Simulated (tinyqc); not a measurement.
Capacitance measurement on a leaky thin oxide: effects of series resistance and leakage: one step of the calculation.

The device is a capacitance C in parallel with a leakage conductance G, in series with Rs and Ls. An impedance meter reports either a parallel pair (Cp, Gp) from Y = 1/Z = Gp + i w Cp or a series pair (Cs, Rm) from Z = Rm + 1/(i w Cs); w = 2 pi f, dissipation D = Gp/(w |Cp|).

Problem. True capacitance and conductance. EOT = 3.9 tox/eox; CET = EOT + zc + zp; C = 3.9 eps0 A/CET; G = Jg A/Vs.

Values chosen for this exercise; values of the order met in thin-oxide MOS capacitors:
- eox = 7.38 (relative permittivity of the gate insulator (close to silicon nitride))
- tox = 4.7 nm (insulator thickness)
- A = 100 um^2 (gate area)
- zc = 0.6 nm (oxide-equivalent thickness added by the accumulation layer)
- zp = 0 nm (oxide-equivalent thickness added by gate depletion)
- Jg = 0.00018 A/cm^2 (gate leakage current density, not matched to the thickness)
- Vs = 0.2 V (voltage for an e-fold rise of the leakage)

Constants: eps0 = 8.8541878128e-14 F/cm where lengths are in cm. Results are converted to the units shown.

Find: EOT; CET; C; G.

Solution.

EOT = 2.484 nm
CET = 3.084 nm
C = 1.120 pF
G = 9.000e-4 uS

Numbers from tinyqc (`OMP_NUM_THREADS=1 python tinyqc.py 2022103 2022104 out.jsonl`; about 0.01 s on one thread of a shared Intel Xeon 2.30GHz).
